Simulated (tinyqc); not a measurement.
## Gap voltage and exponent from three temperatures

Question. At constant current VBE(T) = Vg0 - a T - eta (kB T/q) ln T, where a is a constant. Find Vg0, eta and dVBE/dT at the middle temperature.

Constants: q = 1.602176634e-19 C, kB = 1.380649e-23 J/K. Results are converted to the units shown.

T (K): [233, 330, 360]
VBE at a constant current (V): [0.8344370963, 0.6536404023, 0.5956258894]

Solution. The relation is linear in Vg0, a and eta, so three points give a linear system; the slope is (VBE - Vg0 - eta kB T/q)/T. eta rests on the curvature of VBE(T) alone, so real fits need accuracy of some tens of microvolts or better.

Vg0 = 1.18 V
eta = 3.90
dVBE/dT = -1.92 mV/K

tinyqc, about 0.03 s, one thread, Intel Xeon 2.30GHz (shared host): `OMP_NUM_THREADS=1 python tinyqc.py 2062126 2062127 out.jsonl`
